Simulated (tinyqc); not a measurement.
Surface potential of a MOS transistor: implicit equation and explicit approximations: two steps of the calculation.

p-type body, charge-sheet picture, depletion and inversion only, full ionisation (an idealisation for deep acceptors), Boltzmann statistics (rough once Na exp(x - xn) passes about Nc/7). In units of Vt: xg = (Vg - Vfb)/Vt, x = psi/Vt, G = gamma/sqrt(Vt), xn = (2 phiF + Vc)/Vt. The implicit equation is (xg - x)^2 = G^2 [x - 1 + exp(x - xn)] for x above about 3. Cox = eps0 eox/tox.

Values chosen for this exercise; band and dielectric values close to those of silicon: temperature T = 250 K; relative permittivity of the gate insulator (close to silicon dioxide) eox = 3.9; insulator thickness tox = 5.6 nm; channel-body voltage Vc = 0.5 V.

Constants: q = 1.602176634e-19 C, kB = 1.380649e-23 J/K, Vt = kB T/q, eps0 = 8.8541878128e-14 F/cm where lengths are in cm. Results are converted to the units shown.

Problem 1. New x. D = exp(x - xn), f = (xg - x)^2 - G^2 (x - 1 + D), f' = -2 (xg - x) - G^2 (1 + D), x(new) = x - f/f'.

x after iteration 1 = 70.764441
G = 3.1052560
xn = 65.345355
xg = 123.47207

Wanted: D; f; f'; x after iteration 2.

Solution 1.

D = 225.7
f = -70.69
f' = -2291
x after iteration 2 = 70.73

Problem 2. Potential, charges and gate control. psi = Vt x; N_dep = Cox Vt G sqrt(x - 1)/q; N_inv = (Cox Vt G/q) [sqrt(x - 1 + exp(x - xn)) - sqrt(x - 1)]; dpsi/dVg = 1/[1 + G^2 (1 + exp(x - xn))/(2 (xg - x))].

converged x = 70.733126
G = 3.1052560
xn = 65.345355
xg = 123.47207

Find: psi; N_dep; N_inv; dpsi/dVg.

Solution 2.

psi = 1.5238 V
N_dep = 2.1500e12 cm^-2
N_inv = 2.2228e12 cm^-2
dpsi/dVg = 0.047425

psi lies 5.4 Vt above 2 phiF + Vc.

tinyqc, about 0.01 s, one thread, Intel Xeon 2.30GHz (shared host): `OMP_NUM_THREADS=1 python tinyqc.py 2122245 2122246 out.jsonl`
